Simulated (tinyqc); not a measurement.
Threshold of a short bulk MOSFET: charge sharing, barrier lowering, narrow width: one step of the calculation.

n-channel device on a p-type body, depletion approximation, full ionisation. Uniform doping N = Na. Vbi from Boltzmann statistics is rough for the degenerate source. Cox = eps0 eox/tox.

Problem. Long-channel threshold and scales. ni = sqrt(Nc Nv) exp(-Eg/(2 Vt)), Eg in volts; 2 pB = 2 Vt ln(N/ni); flat band Vfb - Vt ln(N/Na); Wd = sqrt(2 eps0 eps_r (2 pB - Vbs)/(q N)); body term q N Wd/Cox; long-channel VT0 = flat band + 2 pB + body term; Vbi = Vt ln(N Nsd/ni^2); scale length l = sqrt((eps_r/eox) tox Wd).

Inputs (values chosen for the exercise); band and dielectric values close to those of silicon:
```
symbol,value,unit,meaning
T,400,K,temperature
Eg,1.13,eV,band gap
eps_r,11.5,,relative permittivity
Nc,4.28e19,cm^-3,conduction-band density of states at T
Nv,4.11e19,cm^-3,valence-band density of states at T
eox,3.9,,relative permittivity of the gate insulator (close to silicon dioxide)
tox,4.1,nm,insulator thickness
Na,5.7e16,cm^-3,channel doping
Nsd,1e20,cm^-3,source and drain doping
Vfb,-0.95,V,flat-band voltage for the doping Na
Vbs,0,V,body-source voltage
```

Constants: q = 1.602176634e-19 C, kB = 1.380649e-23 J/K, Vt = kB T/q, eps0 = 8.8541878128e-14 F/cm where lengths are in cm. Results are converted to the units shown.

Give: N; 2 pB; flat band; Wd; body term; VT0; Vbi; l.

Solution.

N = 5.700e16 cm^-3
2 pB = 0.6749 V
flat band = -0.9500 V
Wd = 122.7 nm
body term = 0.1330 V
VT0 = -0.1420 V
Vbi = 0.9324 V
l = 38.51 nm

Program tinyqc, `OMP_NUM_THREADS=1 python tinyqc.py 2002171 2002172 out.jsonl`; Intel Xeon 2.30GHz, shared host, one thread, about 0.01 s.
